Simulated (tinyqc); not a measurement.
What the s* orbital does: sp3s* tight binding.

sp3s* tight binding, nearest neighbours only: anion (a) at 0, cation (c) at a/4 (1,1,1), orbitals s, px, py, pz, s* on each; k in units of 2 pi/a. With phases e_j = exp(i (pi/2) k.n_j) for n = (1,1,1), (1,-1,-1), (-1,1,-1), (-1,-1,1): g0 = (e1+e2+e3+e4)/4, g1 = (e1+e2-e3-e4)/4, g2 = (e1-e2+e3-e4)/4, g3 = (e1-e2-e3+e4)/4. The diagonal holds the levels Esa, Epa, Exa (s*) and Esc, Epc, Exc. Anion-cation block: <sa|sc> = Vss g0; <sa|xc> = Vsapc g1; <xa|sc> = -Vscpa g1; <xa|xc> = Vxx g0; <xa|yc> = <ya|xc> = Vxy g3, <xa|zc> = <za|xc> = Vxy g2, <ya|zc> = <za|yc> = Vxy g1; <s*a|xc> = Vxapc g1; <xa|s*c> = -Vpaxc g1; y and z take g2 and g3 in place of g1; s-s* and s*-s* vanish.

Inputs chosen for the exercise (near a published set for GaAs, fitted to gaps, whose masses and valley positions are rough; shifted at random, so the results belong to these values and not to a real crystal):
- Esa = -8.364 eV (s level of the anion)
- Epa = 1.034 eV (p level of the anion)
- Esc = -2.647 eV (s level of the cation)
- Epc = 3.674 eV (p level of the cation)
- Exa = 8.561 eV (s* level of the anion)
- Exc = 6.754 eV (s* level of the cation)
- Vss = -6.475 eV (s-s)
- Vxx = 1.959 eV (px-px)
- Vxy = 5.118 eV (px-py)
- Vsapc = 4.512 eV (s anion, p cation)
- Vscpa = 5.778 eV (s cation, p anion)
- Vxapc = 4.824 eV (s* anion, p cation)
- Vpaxc = 4.778 eV (p anion, s* cation)

The s* couplings Vxapc and Vpaxc are scaled by f; f = 0 is the plain sp3 model. Gaps from the top of the valence band at Gamma; the Delta value is the minimum on (x,0,0), 0.5 <= x <= 1.

Gaps (eV):
```
f      Gamma   Delta       L  x of the minimum
0.00  1.5806  4.0841  2.9095             0.500
0.25  1.5806  3.9622  2.8020             0.500
0.50  1.5806  3.6542  2.5184             0.500
0.75  1.5806  3.0786  2.1343             1.000
0.90  1.5806  2.4713  1.8818             1.000
1.00  1.5806  2.0610  1.7095             1.000
1.10  1.5806  1.6485  1.5357             1.000
```

The gap at Gamma stays, since g1 to g3 vanish there. From f = 0 to 1 the s* levels lower the Delta value by 2.023 eV and L by 1.200 eV. For f = 0, 0.25 and 0.5 the least value lies at x = 0.5, the end of the range: any valley further out lies above that value until s* has lowered it enough. The lowest of the three is Gamma at both f = 0 and f = 1.

Program tinyqc; command `OMP_NUM_THREADS=1 python tinyqc.py 1450895 1450896 out.jsonl`; about 0.1 s on one thread of a shared Intel(R) Xeon(R) Processor @ 2.30GHz.
